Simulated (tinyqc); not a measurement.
Inside a calculation. Model: bias-temperature instability, empirical power law with universal recovery.

Numbers from tinyqc (`OMP_NUM_THREADS=1 python tinyqc.py 2070119 2070120 out.jsonl`; about 0.01 s on one thread of a shared Intel Xeon 2.30GHz). Printed values are rounded.

Threshold-voltage shift at the end of a stress: dV = A (V/V0)^g exp[-(Ea q/kB)(1/T - 1/T0)] (t/1 s)^n. After a delay tr the permanent share pp stays and the rest falls by r = 1/(1 + B (tr/t)^be). An empirical model: its parameters are fits, not properties.

Inputs (values chosen for the exercise):
```
symbol,value,unit,meaning
V0,1.9,V,reference stress voltage
T0,373,K,reference temperature
A,19,mV,shift after 1 s at V0 and T0
n,0.25,,time exponent
g,5.2,,voltage exponent
Ea,0.13,eV,apparent activation energy of the shift
pp,0.36,,permanent share
B,4.1,,recovery scale
be,0.19,,recovery dispersion
V,1.02,V,use voltage
T,398,K,use temperature
dc,30,mV,failure criterion
tr,0.001,s,delay before the measurement
```

Constants: q = 1.602176634e-19 C, kB = 1.380649e-23 J/K. Results are converted to the units shown.

## Shift and lifetime at use conditions

The lifetime solves dV = dc; ten years are 3.15576e8 s.

voltage factor = 0.0393733
temperature factor = 1.28924
shift after ten years = 128.548 mV
lifetime = 0.02966 years
largest voltage for ten years = 0.771033 V

The device fails: the shift at ten years is above dc. In time the voltage exponent is g/n = 20.8 and the activation energy Ea/n = 0.520 eV.

## What a delayed measurement sees

t, point 0 to 2 (s): [1, 10, 100]

At V0 and T0, measured shift = dV [pp + (1 - pp) r]; the apparent exponent is the slope of ln(shift) against ln t between the first and last point.

| point | dV (mV) | share left | measured (mV) |
|---|---|---|---|
| 0 | 19 | 0.664251 | 12.6208 |
| 1 | 33.7873 | 0.733723 | 24.7905 |
| 2 | 60.0833 | 0.798348 | 47.9674 |

apparent n = 0.289930

The delay hides 20.2 % of the last shift and raises the exponent from 0.25 to 0.290, since short stresses recover by a larger share.
